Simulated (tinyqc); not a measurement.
Gaps across the alloy: virtual-crystal alloy in the empirical-pseudopotential method.

Empirical pseudopotential on the fcc lattice, atoms at +/- tau, tau = a (1,1,1)/8, no spin-orbit coupling. H(G,G') = c (2 pi/a)^2 |k + G|^2 delta + VS(q) cos(q.tau) + i VA(q) sin(q.tau), q = G - G', c = hbar^2/2m0; k and G in units of 2 pi/a; VS at |q|^2 = 3, 8, 11 and VA at 3, 4, 11, in rydberg, zero elsewhere. At each k the basis holds all G with |k + G|^2 up to 16; energies are counted from the fourth level at Gamma.

Virtual crystal A(1-x)B(x): a = (1 - x) a_A + x a_B. Rule linear: V = (1 - x) V_A + x V_B. Rule volume: V = [(1 - x) a_A^3 V_A + x a_B^3 V_B]/a^3, since a form factor is an atomic potential divided by the cell volume.

Constants: hbar^2/2m0 = 3.80998211 eV angstrom^2; Ry = 13.60569312 eV.

Inputs chosen for the exercise (classic local form factors of the size used for Si (A) and Ge (B), which place X and L only to a few tenths of an eV; shifted at random, so the results belong to these values and not to a real crystal):
```
symbol  value                   unit      meaning
a       (5.42, 5.65)            angstrom  lattice constants of A, B
VSA     (-0.208, 0.041, 0.079)  Ry        symmetric form factors of A
VAA     (0, 0, 0)               Ry        antisymmetric form factors of A
VSB     (-0.231, 0.01, 0.059)   Ry        symmetric form factors of B
VAB     (0, 0, 0)               Ry        antisymmetric form factors of B
rule    linear                            mixing rule
```

Gaps from the valence top to the fifth band at Gamma, at L = (1/2,1/2,1/2) and at the lowest of k = (f,0,0), f = 0.70, 0.75, ..., 1.00. Bowing C = 4 [(E(0) + E(1))/2 - E(1/2)].

Gaps (eV):
```
x      Gamma  Delta/X  f of the minimum      L   lowest
0.000  3.291    0.677              0.85  1.786  Delta/X
0.167  3.319    0.731              0.85  1.650  Delta/X
0.333  3.061    0.783              0.85  1.508  Delta/X
0.500  2.604    0.834              0.85  1.361  Delta/X
0.667  2.138    0.882              0.85  1.210  Delta/X
0.833  1.661    0.929              0.85  1.053  Delta/X
1.000  1.175    0.973              0.85  0.893        L
```

bowing (eV): Gamma -1.485, Delta/X -0.036, L -0.087

How do the results move, and what explains it?

The lowest valley changes: Delta/X to L between x = 0.833 and 1.000. From A to B the Gamma gap moves by -2.12 eV, L by -0.89 eV and Delta/X by +0.30 eV; a move of Delta/X below about 0.4 eV is within the error of such form factors, sign included. The virtual crystal holds no disorder and no bond relaxation, so its bowing comes from the non-linear dependence on the mean potential and volume alone, and it may differ from measured bowing, which is positive in these alloys, in size and even in sign; crossings move with it; where the character of the fifth band at Gamma changes along x, its value mixes two levels.

tinyqc: `OMP_NUM_THREADS=1 python tinyqc.py 1080552 1080553 out.jsonl`; about 0.2 s, one thread, shared Intel(R) Xeon(R) Processor @ 2.30GHz.
